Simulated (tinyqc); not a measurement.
From results back to parameters: two-band massive Dirac model of the K valleys.

Problem. In the valley model H = [[D/2, a t (kx - i ky)], [a t (kx + i ky), -D/2 + lam sz]], sz = +/-1, a t is hbar v. The gaps of the two spins, A and B, are G = D - lam and D + lam, the band-edge mass of A is c (D - lam)/(a t)^2, c = hbar^2/2m0, and its Berry curvature at the edge is 2 (a t)^2/G^2 in size. The values below come from hidden D, lam and t.

Constants: hbar^2/2m0 = 3.80998211 eV angstrom^2.

Values chosen for the exercise (out of a larger set: near those used for monolayer WSe2; not measured data): a = 3.305 angstrom (lattice constant).

gaps (eV): A 1.4560, B 1.9440

mass of A = 0.390779 m0

Find: D, lam, t; |Omega| at the A edge.

Solution. The mean of the gaps is D and half their difference lam; a t = sqrt(c G_A/m). The curvature 2 (a t)^2/G^2 equals 2c/(m G).

D, lam, t (eV): 1.700  0.244  1.140

|Omega| at the A edge = 13.392 angstrom^2

(tinyqc, `OMP_NUM_THREADS=1 python tinyqc.py 1482801 1482802 out.jsonl`, Intel(R) Xeon(R) Processor @ 2.30GHz, 1 thread, shared host, about 0.02 s.)
